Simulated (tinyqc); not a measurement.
MOS capacitor on a p-type substrate, surface potential from the exact charge relation: effect of the acceptor density of the substrate on threshold and swing.

Uniform p-type substrate, Boltzmann statistics, full ionisation, classical densities. psi is the surface potential against the body (positive when the bands bend down) and u = psi/Vt. Traps are spread evenly over the gap and neutral at flat band, so their charge is -q Dit psi; the minority quasi-Fermi level is shifted by Vb.

ni = sqrt(Nc Nv) exp(-Eg/(2 Vt)), Eg in volts; phiF = Vt ln(N/ni); Cox = eps0 eox/tox; Vfb = phiM - chi - (Eg - Vt ln(Nv/N)) - q Nf/Cox; VT = Vfb + [(2 phiF + Vb)(1 + q Dit/Cox) + sqrt(2 eps0 eps_r q N (2 phiF + Vb))/Cox]. gamma = sqrt(2 eps0 eps_r q N)/Cox; Wm = sqrt(2 eps0 eps_r (2 phiF + Vb)/(q N)); m = 1 + (eps0 eps_r/Wm + q Dit)/Cox; swing m Vt ln 10; Cmin/Cox = 1/(1 + Cox Wm/(eps0 eps_r)).

Values chosen for this exercise; band and dielectric values close to those of silicon:
```
symbol,value,unit,meaning
T,300,K,temperature
Eg,1.1,eV,band gap
eps_r,11.7,,relative permittivity
Nc,2.76e19,cm^-3,conduction-band density of states at T
Nv,2.62e19,cm^-3,valence-band density of states at T
chi,4.01,eV,electron affinity
eox,3.9,,relative permittivity of the gate insulator (close to silicon dioxide)
tox,2.1,nm,insulator thickness
phiM,4.66,eV,gate work function
Nf,-3.4e10,cm^-2,"fixed charge at the interface, in units of q"
Dit,0,cm^-2 eV^-1,density of interface traps
Vb,0.9,V,reverse bias of the inversion layer against the body
```

Constants: q = 1.602176634e-19 C, kB = 1.380649e-23 J/K, Vt = kB T/q, eps0 = 8.8541878128e-14 F/cm where lengths are in cm. Results are converted to the units shown.

Effect of the acceptor density of the substrate on threshold and swing:
```
N (cm^-3)	Vfb (V)	2 phiF (V)	gamma (V^0.5)	VT (V)	Wm (nm)	m	swing (mV/decade)	Cmin/Cox
1e15	-0.1837	0.5726	0.01108	1.302	1380	1.005	59.80	0.004545
3.4e15	-0.2153	0.6359	0.02043	1.346	764.3	1.008	60.02	0.008175
1.1e16	-0.2457	0.6966	0.03675	1.397	433.2	1.015	60.39	0.01433
3.8e16	-0.2777	0.7607	0.06830	1.471	237.7	1.027	61.10	0.02582
1.3e17	-0.3095	0.8243	0.1263	1.581	131.0	1.048	62.39	0.04590
4.4e17	-0.3410	0.8874	0.2324	1.757	72.48	1.087	64.70	0.07997
1.5e18	-0.3727	0.9508	0.4291	2.062	39.94	1.158	68.91	0.1362
5e18	-0.4039	1.013	0.7835	2.593	22.24	1.283	76.39	0.2207
```

As N goes from 1e15 to 5e18, VT rises from 1.30 to 2.59 V, the swing rises from 59.8 to 76.4 mV/decade and Cmin/Cox rises from 0.00454 to 0.221. Of the change of VT by 1.29 V, -0.220 V comes from Vfb and 1.51 V from the band bending and the charge it takes. gamma goes as N^(0.50) and Wm as N^(-0.48); phiF, which grows slowly with N, keeps the latter from -1/2.

Computed by the program tinyqc: `OMP_NUM_THREADS=1 python tinyqc.py 2060116 2060117 out.jsonl`, one thread of a shared Intel Xeon 2.30GHz, about 0.01 s for the whole run.
